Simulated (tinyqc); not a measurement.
Spreading the carriers over a thicker layer: defect, radiative and Auger recombination at equal electron and hole densities (ABC model).

J/(e d) = Ae n + B n^2 + C n^3 with Ae = A + 4 S/w (four side walls, carriers spread evenly), e = 1.602176634e-19 C, lengths in cm; internal efficiency IQE = B n^2/(Ae n + B n^2 + C n^3); all injected carriers recombine in the layer.

Parameters, chosen for this exercise (orders of magnitude like those quoted for Si; not measured data): A = 24000 1/s (defect rate); B = 3.9e-15 cm^3/s (radiative coefficient); C = 4.4e-30 cm^6/s (Auger coefficient); S = 0 cm/s (recombination velocity of the side walls); w = 2000 micrometre (side of the square mesa); d = 190000 nm (active thickness); J = 8.7 A/cm^2 (current density).

d is multiplied by the factor listed, at the same J.

Results:

| factor | n (1/cm^3) | defect | radiative | Auger |
|---|---|---|---|---|
| 0.10 | 1.77e+17 | 0.148 | 0.00425 | 0.847 |
| 0.20 | 1.36e+17 | 0.228 | 0.00502 | 0.767 |
| 0.50 | 9.24e+16 | 0.388 | 0.00582 | 0.606 |
| 1.0 | 6.59e+16 | 0.553 | 0.00593 | 0.441 |
| 2.0 | 4.38e+16 | 0.736 | 0.00524 | 0.259 |
| 10 | 1.16e+16 | 0.974 | 0.00184 | 0.0240 |
| 20 | 5.91e+15 | 0.993 | 0.000953 | 0.00636 |

Give the missing row, factor = 5.0.

Computed row:
```
factor  n (1/cm^3)  defect  radiative   Auger
5.0       2.18e+16   0.917    0.00325  0.0801
```

The best factor listed is 1 (IQE 0.0059); the optimum factor equals J/J_peak = 0.801, a layer of 1.52e+05 nm, since only J/d matters and the peak value 0.00596 does not depend on d. A thicker layer trades Auger loss (0.847 to 0.00636) for defect loss (0.148 to 0.993).

Computed by tinyqc, a small Python program: `OMP_NUM_THREADS=1 python tinyqc.py 1652370 1652371 out.jsonl` (the numbers bound the seed that draws the inputs); one thread of a shared host (Intel(R) Xeon(R) Processor @ 2.30GHz), about 0.01 s for the whole set of steps.
